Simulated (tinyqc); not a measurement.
Inside a calculation. Model: strained Delta valleys, repopulation and conductivity mass.

Numbers from tinyqc (`OMP_NUM_THREADS=1 python tinyqc.py 2530008 2530009 out.jsonl`; about 0.01 s on one thread of a shared Intel Xeon 2.30GHz). Printed values are rounded.

A cubic crystal with three pairs of conduction valleys along x, y and z under uniaxial stress X along [110] (X > 0 is tension); current along [110]. Non-degenerate electrons, fixed total density, one relaxation time for all valleys and stresses, masses unchanged by strain, so the mobility goes as the mean inverse mass.

Values chosen for this exercise; values close to those of silicon: temperature T = 325 K; compliance s11 = 7.83 1/TPa; compliance s12 = -2.19 1/TPa; compliance s44 = 12.7 1/TPa; shear deformation potential Xu = 9.35 eV; longitudinal mass ml = 0.906 m0; transverse mass mt = 0.186 m0; uniaxial stress (tension positive) X = 1100 MPa.

Constants: q = 1.602176634e-19 C, kB = 1.380649e-23 J/K, Vt = kB T/q. Results are converted to the units shown.

Range of the model: Shear strain also changes the transverse masses of these valleys, which is left out.

## Strain tensor

Stress s_ij = X a_i a_j with a the unit vector along [110]; strain e_ii = s11 s_ii + s12 (s_jj + s_kk), e_ij = s44 s_ij/2.

strain (%):

|  | x | y | z |
|---|---|---|---|
| x | 0.310200 | 0.349250 | 0.000000 |
| y | 0.349250 | 0.310200 | 0.000000 |
| z | 0.000000 | 0.000000 | -0.240900 |

## Valley shifts and shares

Valley shift dE = Xu (n.e.n - trace(e)/3) with n the valley axis; share f proportional to exp(-dE/Vt).

| valley | dE (meV) | share f |
|---|---|---|
| x | 17.1760 | 0.120545 |
| y | 17.1760 | 0.120545 |
| z | -34.3519 | 0.758911 |

The splitting is 51.5 meV, 1.8 Vt.

## Conductivity mass and mobility

Inverse mass along the current d = [110]: (n.d)^2/ml + (1 - (n.d)^2)/mt; mu/mu0 = sum f (1/m) over the plain mean of 1/m.

1/m along d, valley x to z (1/m0): [3.24005, 3.24005, 5.37634]
conductivity mass = 0.205706 m0
unstrained value = 0.253027 m0
mu/mu0 = 1.23004

The possible range, all electrons in one kind of valley, is 0.820 to 1.36.
